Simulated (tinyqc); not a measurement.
Inside a calculation: Franz-Keldysh effect at a direct gap. Values are carried at full precision from step to step, so a last printed digit may differ when a step is redone from the rounded ones.

Parabolic bands, vertical transitions, no excitons. For each hole band j: mr = me mj/(me + mj); joint density of states J_j(E) = (mr/c)^(3/2) sqrt(E - Eg)/(2 pi^2), both spins, c = hbar^2/2m0; averaged matrix element |e.p|^2 = m0 Ep/6; alpha_j(E) = 4 pi^2 alpha_f c Ep J_j/(3 nr E) in 1/angstrom (alpha_f the fine-structure constant, listed as alpha among the constants), times 1e8 for 1/cm.

In a field Fd (1 kV/cm = 1e-5 V/angstrom) the electro-optic energy of band j is th = (c (e Fd)^2/mr)^(1/3), and sqrt(E - Eg) in J_j is replaced by pi sqrt(th) [Ai'(b)^2 - b Ai(b)^2] with b = (Eg - E)/th; Ai is the Airy function.

Constants: hbar^2/2m0 = 3.80998211 eV angstrom^2; fine-structure constant alpha = 0.007297352564.

Inputs chosen for the exercise (near those of InGaAs; the results hold for these values, not for the real material):

| symbol | value | unit | meaning |
|---|---|---|---|
| Eg | 0.745 | eV | direct gap |
| me | 0.0422 | m0 | electron mass |
| mhh | 0.456 | m0 | heavy-hole mass |
| mlh | 0.0523 | m0 | light-hole mass |
| Ep | 22.9 | eV | Kane energy |
| nr | 3.53 |  | refractive index |
| Fd | 27 | kV/cm | uniform field |
| E | 0.717 | eV | photon energy |
| L | 62 | micrometre | length of a waveguide |

## Electro-optic energy and length

For each hole band give mr, th and the length th/(e Fd).

Scales:

| hole | mr (m0) | th (meV) | length (angstrom) |
|---|---|---|---|
| heavy | 0.03863 | 19.302 | 71.5 |
| light | 0.02336 | 22.826 | 84.5 |

The light-hole pair has th larger by a factor 1.183, the cube root of the ratio of reduced masses.

## Airy factors at E

Ai is the Airy function, th the electro-optic energy of each hole band from the table (its other columns are not needed here), b = (Eg - E)/th with th in eV; the factor takes the place of sqrt(E - Eg) in the joint density of states.

Form b, Ai(b), Ai'(b) and the factor pi sqrt(th) [Ai'^2 - b Ai^2] for each band, beside sqrt(E - Eg) (zero below the gap).

Factors:

| hole | b | Ai(b) | Ai'(b) | factor (eV^(1/2)) | without field |
|---|---|---|---|---|---|
| heavy | 1.4507 | 0.07669 | -0.1028 | 0.0008873 | 0.0000 |
| light | 1.2267 | 0.1026 | -0.1294 | 0.001816 | 0.0000 |

## Absorption with and without the field

Put the factors in place of sqrt(E - Eg) in alpha_j and add the bands; a waveguide of length L changes its transmission by 4.343 (alpha(F) - alpha(0)) L dB.

alpha_j in the field (1/cm): heavy 15.2, light 14.6

alpha(F) = 29.8 1/cm
alpha(0) = 0 1/cm
change of loss = 0.803 dB

Below the gap the field opens a tail where this model has no absorption; excitons and band tails absorb within some 10 to 20 meV of a real edge. Excitons, which add a sharp peak at low field, are left out.

## Checks

- Airy factor at b = -40 against the zero-field limit sqrt(-b): 6.33 against 6.32.

Computed by tinyqc, a small Python program: `OMP_NUM_THREADS=1 python tinyqc.py 1681119 1681120 out.jsonl` (the numbers bound the seed that draws the inputs); one thread of a shared host (Intel(R) Xeon(R) Processor @ 2.30GHz), about 0.01 s for the whole set of steps.
